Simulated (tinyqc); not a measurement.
Worked calculation: vacuum evaporation: vapour pressure, source flux, thickness distribution, purity and step coverage. Computed by tinyqc, a small Python program that keeps every step. Command: `OMP_NUM_THREADS=1 python tinyqc.py 3111264 3111265 out.jsonl evap walk`. One thread of a shared host (Intel(R) Xeon(R) Processor @ 2.30GHz), about 0.01 s of CPU time with the checks. Intermediate numbers are printed to about 6 digits and carried at full precision; extremes and crossings named in words are read from the listed rows.

Molecular flow, unit sticking of the metal, no re-evaporation. The background gas is taken as water vapour (18.015 g/mol, collision diameter 0.37 nm) at 300 K.

Inputs (values chosen for the exercise, modelled on nickel, with constants for the liquid): molar mass M = 58.69 g/mol; film density rho = 8.9 g/cm^3; vapour-pressure constant A = 11.69; vapour-pressure constant B = 20800 K; source temperature T = 1810 K; source area = 7.6 cm^2; directionality n = 1; source-to-wafer distance h = 20 cm; wafer radius R = 2.5 cm; source offset from the axis s/h = 0.3; background pressure p = 2e-07 Pa; sticking of background gas = 0.5; aspect ratio of a trench = 1.1.

Constants: u = 1.6605390666e-27 kg; k_B = 1.380649e-23 J/K; R = 8.314462618 J/(mol K).

## Vapour pressure and flux

log10(p_v/Pa) = A - B/T; flux from the surface Phi = p_v/sqrt(2 pi m k_B T), m = M u. Mass loss = Phi x area x m; heat of evaporation = ln(10) R B; d ln Phi/dT = ln(10) B/T^2 - 1/(2 T).

vapour pressure p_v = 1.57866 Pa

flux Phi = 1.27617e+18 1/(cm^2 s)

mass loss = 3.40282 g/h

heat of evaporation = 398.211 kJ/mol

change of flux per kelvin = 1.43429 %/K

Holding the rate to 1 % needs the temperature to about 0.70 K.

## Rate and uniformity on a fixed wafer above the source

A small source emits (n + 1) Phi area cos^n(phi)/(2 pi) per solid angle; on a parallel plane at height h and lateral distance l the arrival rate is (n + 1) Phi area/(2 pi h^2) x (1 + (l/h)^2)^(-(n + 3)/2). Growth rate = arrival rate x m/rho, m = M u. The wafer is fixed and centred above the source.

arrival rate at the centre = 7.71816e+15 1/(cm^2 s)

growth rate at the centre = 0.845156 nm/s

edge over centre = 0.969467

non-uniformity (max - min)/(max + min) = 1.55029 %

share of the material that lands on the wafer, 1 - (1 + (R/h)^2)^(-(n + 1)/2) = 1.53846 %

## Offset source and rotation

Rotating wafer, source offset by s and facing upwards: thickness at radius r is the mean over the angle a of (1 + (r^2 + s^2 - 2 r s cos a)/h^2)^(-(n + 3)/2), by 360 equal steps; non-uniformity (max - min)/(max + min) over 21 radii from 0 to R.

centre thickness relative to an axial source = 0.841680

edge over centre, rotating = 0.978683

non-uniformity, rotating = 1.07735 %

## Choosing the offset

The curvature at the centre vanishes at s/h = sqrt(2/(n + 3)).

Against the offset:
```
s/h  centre thickness  edge over centre  non-uniformity (%)
0.0           1.00000           0.96947             1.55029
0.2           0.92456           0.97389             1.32270
0.4           0.74316           0.98426             0.79335
0.5           0.64000           0.98991             0.50706
0.6           0.54066           0.99511             0.24525
0.7           0.45043           0.99954             0.02307
0.8           0.37180           1.00309             0.15428
0.9           0.30524           1.00578             0.28839
1.1           0.20475           1.00903             0.44935
```

The best row, s/h = 0.7, has 0.023 % against 1.6 % on the axis, at the price of a rate lower by a factor 2.22; the small-wafer optimum is sqrt(2/(n + 3)) = 0.71.

## Scattering and purity

Mean free path lambda = k_B T_g/(sqrt2 pi d^2 p); unscattered share exp(-h/lambda); gas arrival p/sqrt(2 pi m_g k_B T_g); impurity ratio = sticking x gas arrival/metal arrival; monolayer time = 1e15 cm^-2/(sticking x gas arrival).

mean free path = 34049.1 m

unscattered share = 0.999994

gas arrival rate = 7.16797e+11 1/(cm^2 s)

impurity ratio = 4.64358e-05

monolayer time = 2790.19 s

## A trench at the wafer edge

Fixed wafer, axial point source, trench running tangentially at r = R: the beam arrives at tan(a) = R/h. Shadowed share of the floor = aspect ratio x tan(a) (at most 1); the wall facing the source grows at tan(a) times the field rate, the other wall not at all.

angle a = 7.12502 degrees

shadowed share of the floor = 0.1375

wall over field thickness = 0.125

Checks made by the program: share on the wafer by quadrature (relative difference 1e-09).
